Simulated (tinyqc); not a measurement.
# Surface potential of a MOS transistor: implicit equation and explicit approximations, step by step

Program tinyqc, `OMP_NUM_THREADS=1 python tinyqc.py 2122163 2122164 out.jsonl`; Intel Xeon 2.30GHz, shared host, one thread, about 0.01 s. Printed values are rounded.

p-type body, charge-sheet picture, depletion and inversion only, full ionisation (an idealisation for deep acceptors), Boltzmann statistics (rough once Na exp(x - xn) passes about Nc/7). In units of Vt: xg = (Vg - Vfb)/Vt, x = psi/Vt, G = gamma/sqrt(Vt), xn = (2 phiF + Vc)/Vt. The implicit equation is (xg - x)^2 = G^2 [x - 1 + exp(x - xn)] for x above about 3. Cox = eps0 eox/tox.

Parameters, values chosen for the exercise; band and dielectric values close to those of silicon:
```
symbol,value,unit,meaning
T,300,K,temperature
Eg,1.12,eV,band gap
eps_r,11.8,,relative permittivity
Nc,2.8e19,cm^-3,conduction-band density of states at T
Nv,2.68e19,cm^-3,valence-band density of states at T
eox,3.9,,relative permittivity of the gate insulator (close to silicon dioxide)
tox,2.2,nm,insulator thickness
Na,2.8e16,cm^-3,acceptor density
Vfb,-0.59,V,flat-band voltage
Vc,0.2,V,channel-body voltage
Vg,0.65,V,gate-body voltage
```

Constants: q = 1.602176634e-19 C, kB = 1.380649e-23 J/K, Vt = kB T/q, eps0 = 8.8541878128e-14 F/cm where lengths are in cm. Results are converted to the units shown.

Range of the model: The electron quasi-Fermi level lies less than 2 Vt below the band edge at the surface, or above it, where degeneracy and confinement, left out, matter.

## Scales

ni = sqrt(Nc Nv) exp(-Eg/(2 Vt)), Eg in volts; phiF = Vt ln(Na/ni); gamma = sqrt(2 q eps0 eps_r Na)/Cox; VT = Vfb + Vt (xn + G sqrt(xn - 1)).

phiF = 0.381987 V
gamma = 0.0616842 V^0.5
G = 0.383643
xn = 37.2882
VT = 0.433719 V
xg = 47.9653

## Explicit approximation

Depletion value a = 1 + [sqrt(G^2/4 + xg - 1) - G/2]^2; inversion value b = xn + ln[(xg - xn)^2/G^2 - xn + 1] and first guess y = min(a, b) - ln(1 + exp(-|a - b|)) if a > xn + 1, else b = y = a; one second-order correction with D = exp(y - xn), p = 2 (xg - y) + G^2 (1 + D), w = (xg - y)^2 - G^2 (y - 1 + D): z = y + 2 w/(p + sqrt(p^2 - 2 (2 - G^2 D) w)), or the Newton step z = y + w/p where the root is not real.

a = 45.4088
b = 43.8925
y = 43.6940
p = 97.7904
w = -77.1402
z = 42.9052

The root of the implicit equation is x = 42.4126; y misses it by 1.3 and z by 0.49, in units of Vt (Newton branch).

## Starting value

x = y rounded to two decimals.

x at the start = 43.69

## Iteration 1: new x

D = exp(x - xn), f = (xg - x)^2 - G^2 (x - 1 + D), f' = -2 (xg - x) - G^2 (1 + D), x(new) = x - f/f'.

D = 602.946
f = -76.7473
f' = -97.4405
x after iteration 1 = 42.9024

## Iteration 2: new x

As before.

D = 274.293
f = -20.9044
f' = -50.6440
x after iteration 2 = 42.4896

## Course of the iteration

Stop when the step is below 1e-11, or after 60 iterations.

Course of the iteration:

| iteration | x before the step | step |
|---|---|---|
| 1 | 43.69 | -0.788 |
| 2 | 42.9024 | -0.413 |
| 3 | 42.4896 | -0.0751 |
| 4 | 42.4145 | -1.88e-3 |
| 5 | 42.4126 | -1.12e-6 |
| 6 | 42.4126 | -3.98e-13 |

Converged in 6 iterations.

## Potential, charges and gate control

converged x = 42.4126

psi = Vt x; N_dep = Cox Vt G sqrt(x - 1)/q; N_inv = (Cox Vt G/q) [sqrt(x - 1 + exp(x - xn)) - sqrt(x - 1)]; dpsi/dVg = 1/[1 + G^2 (1 + exp(x - xn))/(2 (xg - x))].

psi = 1.09645 V
N_dep = 6.25270e11 cm^-2
N_inv = 7.8104e11 cm^-2
dpsi/dVg = 0.308567

psi lies 5.1 Vt above 2 phiF + Vc.
